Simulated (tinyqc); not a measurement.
Lossy interposer transmission line with skin effect: one step of the calculation.

A uniform line in a homogeneous dielectric: c = sqrt(er)/(c0 Z0), l = Z0 sqrt(er)/c0 (c0 = 299792458 m/s), g = w c td, w = 2 pi f. The resistance joins its limits as r = sqrt(r_dc^2 + r_hf^2), with r_dc = rho/(wd th), r_hf = kr rho/(2 delta (wd + th)), delta = sqrt(rho/(pi f mu0)), mu0 = 4 pi 1e-7 H/m; this is an interpolation, and internal inductance, up to 0.05 nH/mm at low frequency, is neglected.

Problem. Line constants. delta, r_dc, r_hf, r, l, c and g as defined.

Values chosen for this exercise: width of the strip wd = 8.4 um; thickness of the strip th = 0.87 um; resistivity rho = 2 uohm cm; relative permittivity er = 4.2; loss tangent td = 0.02; lossless impedance sqrt(l/c) Z0 = 40 ohm; factor for crowding and the return path kr = 1.5; frequency f = 12 GHz.

Give: delta; r_dc; r_hf; r; l; c; g.

Solution.

delta = 0.64975 um
r_dc = 2.7367 ohm/mm
r_hf = 2.4904 ohm/mm
r = 3.7002 ohm/mm
l = 0.27344 nH/mm
c = 170.90 pF/m
g = 0.25771 S/m

r is 1.35 times r_dc; the skin depth is 0.747 of the thickness.

Program tinyqc, `OMP_NUM_THREADS=1 python tinyqc.py 2810110 2810111 out.jsonl`; Intel Xeon 2.30GHz, shared host, one thread, about 0.01 s.
